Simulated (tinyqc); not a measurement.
Coherent transport through a tight-binding region between two chains, step by step. One step of it, computed by the program tinyqc.

Task: Transmission at E = 0.44 eV. Surface Green function g = (E - i sqrt(4 t^2 - E^2)) / (2 t^2); self-energy tc^2 g on each contact site; G = (E - H - Sigma)^(-1); Gamma = -2 Im Sigma; T = Gamma_L Gamma_R |G_LR|^2; local density of states -Im G_ii / pi.

H of the central region (eV), lower triangle:
```
           1          2          3          4          5         6
1   0.000000
2  -2.450000   0.000000
3   0.000000  -2.450000   0.000000
4   0.000000   0.000000  -2.450000   0.000000
5   0.000000   0.000000   0.000000  -2.450000   0.000000
6  -2.450000   0.000000   0.000000   0.000000  -2.450000  0.000000
```

Leads: semi-infinite chains with site energy 0:
```
parameter                           value
lead hopping t (eV)              2.490000
coupling to the left lead (eV)   0.490000
coupling to the right lead (eV)  0.530000
left contact site                       1
right contact site                      2
```

E = 0.440000 eV

Give: g; G; local density of states; transmission.

Result:

g = 0.0355-0.4000i 1/eV

G (1/eV), lower triangle:
```
                 1                2                3                4
1  -0.0561-0.0052i
2   0.2088+0.0024i  -0.0562-0.0045i
3   0.0196-0.0048i   0.2090+0.0009i  -0.0562-0.0049i
4  -0.2123-0.0016i   0.0186+0.0044i           0.2093  -0.0562-0.0044i
5   0.0186+0.0051i  -0.2123-0.0017i   0.0186+0.0050i   0.2090+0.0008i
6   0.2090+0.0007i   0.0195-0.0041i  -0.2126-0.0008i   0.0187+0.0042i

                 5                6
5  -0.0562-0.0051i
6   0.2093+0.0001i  -0.0563-0.0042i
```

local density of states (1/eV): 0.0017  0.0014  0.0016  0.0014  0.0016  0.0013

transmission = 0.0019
